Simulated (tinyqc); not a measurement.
## Narrowing from the saturation current

Inverse problem. A uniform n-type emitter has J0 = (q p0 D/L)(s + tanh(W/L))/(1 + s tanh(W/L)), D = mup Vt, s = S L/D, and p0 = (ni^2/N) exp(dE_app/kB T), where dE_app = dEg + kB T ln[(N/Nc) exp(-eta)]. Find p0, dE_app and dEg.

Parameters, values chosen for the exercise; band and dielectric values close to those of silicon: temperature T = 300 K; conduction-band density of states at 300 K Nc = 2.83e19 cm^-3; ionised donor density N = 7.6e19 cm^-3; minority-hole mobility mup = 240 cm^2/(V s); emitter width W = 64 nm; recombination velocity at the contact S = 56000 cm/s.

Constants: q = 1.602176634e-19 C, kB = 1.380649e-23 J/K, Vt = kB T/q. Results are converted to the units shown.

J0 = 1335.0562 fA/cm^2
L = 668.88437 nm
ni = 1.5803042e10 cm^-3
converged eta = 1.9043011

Solution. J0 gives p0, its ratio to ni^2/N gives dE_app, and the degeneracy term is taken off.

p0 = 136 cm^-3
dE_app = 96.2 meV
dEg = 120 meV

tinyqc, about 0.01 s, one thread, Intel Xeon 2.30GHz (shared host): `OMP_NUM_THREADS=1 python tinyqc.py 2330030 2330031 out.jsonl`
